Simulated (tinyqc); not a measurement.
What each parameter does: core-shell quantum dot (spherical envelope functions).

Parabolic bands; strain and other valleys are left out. s states, u = r psi, hard wall at R + H, c = hbar^2/2m0, energies from the band edges of the core. Core: u = sin(k1 r)/k1, k1 = sqrt(m1 E/c). At R, psi and psi'/m are continuous, so u is continuous and its slope in the shell is s = u/R + (m2/m1)(u' - u/R). Shell: u(R + x) = u(R) cos(k2 x) + s sin(k2 x)/k2, k2 = sqrt(m2 (E - V)/c); for negative arguments the functions turn into sinh and cosh. A level has u(R + H) = 0.

Overlap = (integral of u_e u_h)^2 with normalised u. Coulomb integrals J_ab = (q/eps) double integral of u_a(r)^2 u_b(s)^2/max(r, s), q = e^2/(4 pi eps0), one eps everywhere. Exciton E = Eg + E_e + E_h - J_eh; first-order biexciton shift J_ee + J_hh - 2 J_eh (positive: repulsive).

Constants: hbar^2/2m0 = 3.80998211 eV angstrom^2; e^2/(4 pi eps0) = 14.39964547 eV angstrom; hc = 1239.841984 eV nm.

Parameters, chosen for this exercise (near those of an InP/GaP core-shell dot; not measured data):
- R = 38 angstrom (core radius)
- H = 22 angstrom (shell thickness)
- Vc = 0.4 eV (conduction edge of the shell above that of the core)
- Vv = 0.293 eV (hole barrier of the shell)
- me1 = 0.081 m0 (electron, core)
- me2 = 0.134 m0 (electron, shell)
- mh1 = 0.435 m0 (hole, core)
- mh2 = 0.518 m0 (hole, shell)
- Eg = 1.33 eV (gap of the core)
- eps = 10.4 (dielectric constant)

All quantities anew.

One parameter was then changed.

Results before and after:
```
case     E (eV)  overlap  electron in core  biexciton shift (meV)
base      1.487    0.933             0.886                    1.3
changed   1.510    0.926             0.864                    1.5
```

Which of these changes was made? (a) me2 = 0.168 m0; (b) H = 27 angstrom; (c) Vc = 0.5 eV; (d) Vv = 0.22 eV; (e) eps = 12; (f) R = 35 angstrom; (g) mh1 = 0.348 m0.

Answer: (f) R = 35 angstrom. Of the candidates, run in turn, only this one gives the changed row.

All candidates:
```
case             E (eV)  overlap  electron in core  biexciton shift (meV)
base              1.487    0.933             0.886                    1.3
R = 35 angstrom   1.510    0.926             0.864                    1.5
H = 27 angstrom   1.486    0.926             0.878                    1.4
Vc = 0.5 eV       1.497    0.952             0.907                    0.9
Vv = 0.22 eV      1.486    0.952             0.886                    0.9
me2 = 0.168 m0    1.476    0.924             0.883                    1.5
mh1 = 0.348 m0    1.495    0.954             0.886                    0.8
eps = 12          1.494    0.933             0.886                    1.1
```

Program tinyqc; command `OMP_NUM_THREADS=1 python tinyqc.py 1250459 1250460 out.jsonl`; about 0.02 s on one thread of a shared Intel(R) Xeon(R) Processor @ 2.30GHz.
